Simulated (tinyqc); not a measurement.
One-electron ion in a basis of Gaussians, step by step. One step of it, computed by the program tinyqc.

Task: Matrices over normalised Gaussians. With p = a_i + a_j and I(k) = Gamma((k+1)/2) / (2 p^((k+1)/2)): S = I(2l+2), T = (2l+3) a_i a_j S / p, V = -Z I(2l+1), each divided by sqrt(S_ii S_jj).

exponents of r^l exp(-a r^2) (1/bohr^2): [0.559300, 2.435000, 10.600000, 46.160000, 201.000000]

Z = 2

l = 0

Give: S; T; V.

Result:

S:
$$\begin{pmatrix}
1.0000 & 0.6882 & 0.2883 & 0.1014 & 0.0341 \\
0.6882 & 1.0000 & 0.6882 & 0.2882 & 0.1014 \\
0.2883 & 0.6882 & 1.0000 & 0.6881 & 0.2882 \\
0.1014 & 0.2882 & 0.6881 & 1.0000 & 0.6881 \\
0.0341 & 0.1014 & 0.2882 & 0.6881 & 1.0000
\end{pmatrix}$$

T (hartree):
$$\begin{pmatrix}
0.8389 & 0.9390 & 0.4594 & 0.1682 & 0.0571 \\
0.9390 & 3.6525 & 4.0883 & 2.0000 & 0.7321 \\
0.4594 & 4.0883 & 15.9000 & 17.7955 & 8.7047 \\
0.1682 & 2.0000 & 17.7955 & 69.2400 & 77.4960 \\
0.0571 & 0.7321 & 8.7047 & 77.4960 & 301.5000
\end{pmatrix}$$

V (hartree):
$$\begin{pmatrix}
-2.3868 & -2.6875 & -2.1732 & -1.5648 & -1.0933 \\
-2.6875 & -4.9802 & -5.6075 & -4.5343 & -3.2649 \\
-2.1732 & -5.6075 & -10.3909 & -11.6995 & -9.4600 \\
-1.5648 & -4.5343 & -11.6995 & -21.6837 & -24.4145 \\
-1.0933 & -3.2649 & -9.4600 & -24.4145 & -45.2479
\end{pmatrix}$$
